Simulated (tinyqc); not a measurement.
Metal-induced gap states at the contact of a metal chain and a two-band chain: sweeps and comparisons. A value that a table varies takes the place of the one given here.

The semiconductor alternates sites A at -Eg/2 and C at +Eg/2 with hopping -t; the gap runs from -Eg/2 to Eg/2. In the gap cosh(q a) = 1 + (Eg^2/4 - E^2)/(2 t^2) and the amplitude changes by -exp(-q a) a period. The metal has site energy 0 and hopping -tm; its end site has g_m = (E - i sqrt(4 tm^2 - E^2))/(2 tm^2). Sites 1, 2, ... count into the semiconductor, with energies e1, e2 alternating. The clean half chain has g1 = 1/(E - e1 - t^2 g2), g2 = 1/(E - e2 - t^2 g1), decaying root. With the contact G11 = 1/(1/g1 - tc^2 g_m), and the density on site j is -Im G_jj/pi = |psi_j/psi_1|^2 (-Im G11/pi), per spin, with psi_2/psi_1 = -t g2, psi_3/psi_2 = -t g1.

Constants: e^2/(4 pi eps0) = 14.39964547 eV angstrom.

Parameters, chosen for this exercise (gap and optical dielectric constant near those of Si; the chain itself is a model; shifted at random, so the results belong to these values and not to a real crystal):

| symbol | value | unit | meaning |
|---|---|---|---|
| Eg | 1.18 | eV | gap |
| t | 2.21 | eV | hopping in the semiconductor |
| tm | 2.58 | eV | hopping in the metal |
| tc | 0.93 | eV | hopping across the contact |
| end | A |  | site that touches the metal |
| a | 3.84 | angstrom | period (two sites); one chain for each area a^2 |
| eps | 12.1 |  | dielectric constant |
| E | -0.21 | eV | energy from mid-gap |

## Across the gap

E = f Eg. Share on C: the part of the summed density that lies on C sites, whose orbitals make the conduction edge.

Gap states:

| f | E (eV) | xi = 1/(2q) (angstrom) | D1 (1/eV) | D2 (1/eV) | sum (1/eV) | share on C |
|---|---|---|---|---|---|---|
| -0.48 | -0.566 | 25.69 | 0.4348 | 0.0082 | 3.1914 | 0.019 |
| -0.40 | -0.472 | 12.00 | 0.1331 | 0.0126 | 0.5321 | 0.086 |
| -0.30 | -0.354 | 9.01 | 0.0634 | 0.0128 | 0.2194 | 0.168 |
| -0.15 | -0.177 | 7.56 | 0.0301 | 0.0126 | 0.1071 | 0.295 |
| 0.00 | 0.000 | 7.21 | 0.0165 | 0.0126 | 0.0704 | 0.434 |
| 0.15 | 0.177 | 7.56 | 0.0091 | 0.0131 | 0.0557 | 0.590 |
| 0.30 | 0.354 | 9.01 | 0.0044 | 0.0143 | 0.0539 | 0.764 |
| 0.40 | 0.472 | 12.00 | 0.0021 | 0.0159 | 0.0656 | 0.885 |
| 0.48 | 0.566 | 25.69 | 0.0004 | 0.0188 | 0.1382 | 0.978 |

The decay length xi of the density is shortest at mid-gap, 7.21 angstrom, and grows to 25.7 near the edges. The summed density is least at f = 0.3 (0.0539) and largest at f = -0.48 (3.1914 1/eV). The share on C goes from 0.02 to 0.98 and passes one half near f = +0.063, a point that depends on which site ends the chain. The states turn from valence-like to conduction-like across the gap; the branch point, where the decay is fastest, lies at mid-gap in this symmetric chain and is the usual estimate of the neutrality level.

## Wider gaps pin less

E = 0; Eg is varied and eps follows 1 + (eps0 - 1)(Eg0/Eg), with the given Eg and eps as Eg0 and eps0. xi = 1/(2q), N = 2 (summed density)/a^2, S = 1/(1 + 4 pi e^2 N xi/eps).

Against the gap:

| Eg (eV) | eps | xi (angstrom) | summed density (1/eV) | S | S at fixed eps |
|---|---|---|---|---|---|
| 0.50 | 27.20 | 16.98 | 0.1788 | 0.267 | 0.140 |
| 0.75 | 18.46 | 11.33 | 0.1160 | 0.364 | 0.273 |
| 1.10 | 12.91 | 7.73 | 0.0762 | 0.472 | 0.456 |
| 1.50 | 9.73 | 5.68 | 0.0535 | 0.566 | 0.618 |
| 2.30 | 6.69 | 3.73 | 0.0320 | 0.695 | 0.805 |
| 3.40 | 4.85 | 2.56 | 0.0193 | 0.800 | 0.909 |
| 5.50 | 3.38 | 1.63 | 0.0097 | 0.897 | 0.969 |
| 9.00 | 2.46 | 1.07 | 0.0044 | 0.955 | 0.991 |

From Eg = 0.5 to 9 eV xi falls by a factor 15.8 and the summed density by 40.9, so at fixed eps S rises from 0.14 to 0.99. The weaker screening of wide-gap solids works against this: with it S goes from 0.27 to 0.96.

## Weakening the contact bond

At the given E, tc is varied, as by a thin spacer. xi = 1/(2q), N = 2 (summed density)/a^2, S = 1/(1 + 4 pi e^2 N xi/eps) with xi and eps kept.

Against tc:

| tc (eV) | D1 (1/eV) | summed density (1/eV) | S |
|---|---|---|---|
| 0.10 | 0.00041 | 0.00145 | 0.9778 |
| 0.25 | 0.00259 | 0.00904 | 0.8761 |
| 0.50 | 0.01028 | 0.03592 | 0.6401 |
| 0.80 | 0.02568 | 0.08977 | 0.4158 |
| 1.20 | 0.05275 | 0.18437 | 0.2574 |
| 1.80 | 0.08446 | 0.29522 | 0.1779 |
| 2.50 | 0.08389 | 0.29322 | 0.1789 |
| 3.50 | 0.05767 | 0.20156 | 0.2407 |

For a weak bond the density goes as tc^2 (ratio 6.24 between 0.25 and 0.1 eV, against 6.25). It is largest at tc = 1.8 eV among these rows and falls beyond, as the first site pairs off with the metal. S is 0.978 at 0.1 eV and has its least value, 0.178, in that row.

## What each parameter does

xi = 1/(2q), summed density, and S = 1/(1 + 4 pi e^2 N xi/eps), N = 2 (summed density)/a^2. Each row changes one parameter from the base and keeps the others.

Results:

| case | xi (angstrom) | summed density (1/eV) | S |
|---|---|---|---|
| base | 7.716 | 0.11888 | 0.3496 |
| Eg = 1.298 eV | 6.932 | 0.10068 | 0.4140 |
| t = 2.431 eV | 8.484 | 0.10962 | 0.3465 |
| tm = 2.838 eV | 7.716 | 0.10905 | 0.3695 |
| tc = 1.023 eV | 7.716 | 0.14105 | 0.3118 |
| eps = 13.31 | 7.716 | 0.11888 | 0.3716 |
| end = C | 7.716 | 0.05442 | 0.5401 |

The largest shifts from the base row, up to three for each result and ties (the steps differ in size, so this ranks the rows, not the parameters). xi (angstrom): Eg -0.784, t +0.768; unchanged at the printed digits by tm, tc, eps and end. summed density (1/eV): end -0.06446, tc +0.02217, Eg -0.01820; unchanged at the printed digits by eps. S: end +0.1905, Eg +0.0644, tc -0.0378. The decay length belongs to the semiconductor alone; the metal and the contact set only the amplitude.

Program tinyqc; command `OMP_NUM_THREADS=1 python tinyqc.py 1480332 1480333 out.jsonl`; about 0.01 s on one thread of a shared Intel(R) Xeon(R) Processor @ 2.30GHz.
